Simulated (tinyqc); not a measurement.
FinFET, parasitic resistance, capacitance and delay: two steps of the calculation.

Nf fins under one contact; each has gated perimeter p = 2 Hf + Wf and cross-section A = Hf Wf; contact width Wc = Nf pf, stack height Hs = Hf. Contact length Lc = CPP - Lg - 2 Lsp, shared by two neighbouring gates. Source and drain sides are equal. The formulas are first-order estimates, not field solutions.

Parameters, values chosen for the exercise; values close to those of silicon logic devices:

| symbol | value | unit | meaning |
|---|---|---|---|
| T | 300 | K | temperature |
| Nf | 2 |  | number of fins |
| Hf | 55 | nm | fin height |
| Wf | 7 | nm | fin width |
| pf | 34 | nm | fin pitch |
| CPP | 60 | nm | contacted gate pitch |
| Lg | 20 | nm | gate length |
| Lsp | 6 | nm | spacer length |
| rc | 1.3e-9 | ohm cm^2 | contact resistivity |
| re | 0.00059 | ohm cm | resistivity of the source-drain epitaxy |
| te | 25 | nm | current-carrying depth of the epitaxy |
| rx | 0.0017 | ohm cm | resistivity of the extension |
| Cinv | 3.4 | uF/cm^2 | inversion capacitance |
| vx | 8.1e6 | cm/s | injection velocity |
| mu | 150 | cm^2/(V s) | apparent mobility |
| VT | 0.29 | V | threshold at zero drain voltage |
| dl | 0.069 | V/V | barrier lowering |
| n | 1.3 |  | subthreshold factor |
| Vdd | 0.6 | V | supply voltage |

Constants: q = 1.602176634e-19 C, kB = 1.380649e-23 J/K, Vt = kB T/q. Results are converted to the units shown.

Question 1. Geometry and resistances. Epitaxy sheet resistance Rsh = re/te, transfer length LT = sqrt(rc/Rsh), contact Rc = [sqrt(rc Rsh)/Wc] coth(Lc/(2 LT)); extension of one fin Rx = rx Lsp/A. Effective width N p; for equal currents one side has Rc + Rx/N.

Find: Lc; effective width; Rsh; LT; Rc; Rx; one side times effective width.

Answer 1.

Lc = 28.000 nm
effective width = 234.00 nm
Rsh = 236.00 ohm
LT = 23.470 nm
Rc = 152.38 ohm
Rx = 264.94 ohm
one side times effective width = 66.654 ohm um

Question 2. Fin currents at Vgs = Vdd, Vds = Vdd/2. One fin: I = p Q vx u/(1 + |u|^1.8)^(1/1.8), Q = Cinv n Vt ln(1 + exp((Vg' - VT + dl Vd')/(n Vt))), u = Vd' mu/(vx Lg), Vg' = Vgs - v, Vd' = Vds - 2 v, with the drop on each side v = Rc (sum of I) + Rx I. I(new) = I(out).

I at the start (uA): fin 1 0, fin 2 0
Rc = 152.37908 ohm
Rx = 264.93506 ohm

Give: drop v; I(out); I after iteration 1.

Answer 2.

drop v (mV): fin 1 0, fin 2 0
I(out) (uA): fin 1 98.172, fin 2 98.172
I after iteration 1 (uA): fin 1 98.172, fin 2 98.172

Program tinyqc, `OMP_NUM_THREADS=1 python tinyqc.py 2170039 2170040 out.jsonl`; Intel Xeon 2.30GHz, shared host, one thread, about 0.03 s.
